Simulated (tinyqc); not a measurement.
# Poole-Frenkel parameters from three currents

Inverse problem. Poole-Frenkel conduction in an insulator follows J = s0 F exp[-(pt - sqrt(q F/(pi eps0 ei)))/Vt], Vt = kB T/q, F in V/cm. Find ei, pt and s0.

Constants: q = 1.602176634e-19 C, kB = 1.380649e-23 J/K, eps0 = 8.8541878128e-14 F/cm where lengths are in cm. Results are converted to the units shown.

J at (1.12 MV/cm, 300 K), (4.5 MV/cm, 300 K) and (4.5 MV/cm, 350 K) (A/cm^2): [2.2359996e-11, 2.8783536e-4, 0.0092120684]

Answer. The two fields give the lowering coefficient and so ei; the two temperatures give the lowered barrier, to which the lowering is added back.

ei = 4.340
pt = 1.400 eV
s0 = 2.200 S/cm

Numbers from tinyqc (`OMP_NUM_THREADS=1 python tinyqc.py 2370116 2370117 out.jsonl`; about 0.01 s on one thread of a shared Intel Xeon 2.30GHz).
